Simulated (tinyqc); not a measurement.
Read current of a NAND string, cells in series solved by shooting: one step of the calculation.

Cells in series, numbered from 0 at the source line (0 V) to the bit line, each followed by a gap resistance Rg. A cell with gate Vg, threshold VT, source Vs and drain Vd passes I = 2 nf K Vt^2 [F(Vs) - F(Vd)]/(1 + th max(Vg - VT, 0)), F(V) = ln^2(1 + exp((Vg - VT - nf V)/(2 nf Vt))). The selected cell has Vg = Vr, the others Vg = Vp.

Problem. Node voltages for a trial current. For a trial current I start at 0 V and, cell by cell (the selected one is cell 0), solve for the drain: sqrt(F(Vd)) = sqrt(F(Vs) - I/k), k = 2 nf K Vt^2/(1 + th max(Vg - VT, 0)), Vd = [Vg - VT - 2 nf Vt ln(exp(sqrt F) - 1)]/nf, then add I Rg.

Values chosen for this exercise; values of the order met in vertical NAND strings:
- T = 358 K (temperature)
- K = 15 uA/V^2 (gain factor of a cell)
- nf = 2 (slope factor)
- th = 0.14 1/V (mobility reduction factor)
- Rg = 8.9 kohm (resistance of the gap between cells)
- Vbl = 0.7 V (bit-line voltage)
- Vp = 7 V (pass voltage)
- Vr = 3.03 V (read voltage on the selected word line)

Constants: q = 1.602176634e-19 C, kB = 1.380649e-23 J/K, Vt = kB T/q. Results are converted to the units shown.

first trial current = 2.1 uA
thresholds from the source end, cell 0 to 4 (V): 1.1  -1.7  3.8  3.8  -1.7

Wanted: node voltage after each cell and gap, trial 1.

Solution.

node voltage after each cell and gap, trial 1, cell 0 to 4 (V): 0.1157  0.1712  0.2627  0.3595  0.4173

Computed by the program tinyqc: `OMP_NUM_THREADS=1 python tinyqc.py 2142143 2142144 out.jsonl`, one thread of a shared Intel Xeon 2.30GHz, about 1 s for the whole run.
